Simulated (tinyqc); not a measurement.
Epitaxial growth on a vicinal surface: Burton-Cabrera-Frank step flow, step-edge barrier and island nucleation: one step, computed by the program tinyqc. Command: `OMP_NUM_THREADS=1 python tinyqc.py 3011695 3011696 out.jsonl stepflow walk`. One thread of a shared host (Intel(R) Xeon(R) Processor @ 2.30GHz), about 0.01 s of CPU time with the checks.

Adatoms land at rate F, hop on a square grid (a simplification for hexagonal faces), desorb, or join steps. Lengths are in units of a and n is the adatom coverage. Steps ascend at x = 0 and descend at x = l.

Question. Step flow or islands. Island density on a flat surface without desorption: N = 0.25 (F/D)^(i/(i+2)) exp(E_i/((i+2) k_B T)) per site, with E_i = 0 for i = 1; spacing l_n = N^(-1/2). Step flow needs an effective width l_eff = 2 x(peak) below l_n. Temperatures in kelvin are T(C) + 273.15.

Inputs (values chosen for the exercise, close to those used for GaAs(001)): deposition rate F = 0.083 layers/s; temperature T = 590 C; critical nucleus size i = 1.

D = 14996.16 a^2/s

position of the peak = 4.490039 a

Constants: k_B = 8.617333262e-05 eV/K.

Give: island density N on a flat surface; island spacing l_n; ratio l_eff/l_n.

Answer.

island density N on a flat surface = 0.0044222 per site

island spacing l_n = 15.038 a

ratio l_eff/l_n = 0.59717

Steps capture adatoms before they meet: step flow. Caution: terraces under ten sites wide are at the edge of a continuum description. Caution: the prefactor 0.25 and the criterion are estimates, good to a factor of about two in length.
